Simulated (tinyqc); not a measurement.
In-plane mass from two subband densities.

Problem. At zero temperature each occupied subband holds N_k = D (EF - E_k), D = md m0 q/(pi hbar^2) per eV. Two subbands are occupied. Find md, EF - E1 and EF - E2.

Constants: q = 1.602176634e-19 C, hbar = 1.054571817e-34 J s, m0 = 9.1093837015e-31 kg. Results are converted to the units shown.

N1, N2 (cm^-2): [1.5777845e12, 2.5e11]
E2 - E1 = 46.2 meV

Answer. N1 - N2 = D (E2 - E1) gives D and so md; each N_k/D is a distance to EF.

md = 0.06880 m0
EF - E1 = 54.90 meV
EF - E2 = 8.699 meV

tinyqc, about 0.3 s, one thread, Intel Xeon 2.30GHz (shared host): `OMP_NUM_THREADS=1 python tinyqc.py 2140106 2140107 out.jsonl`
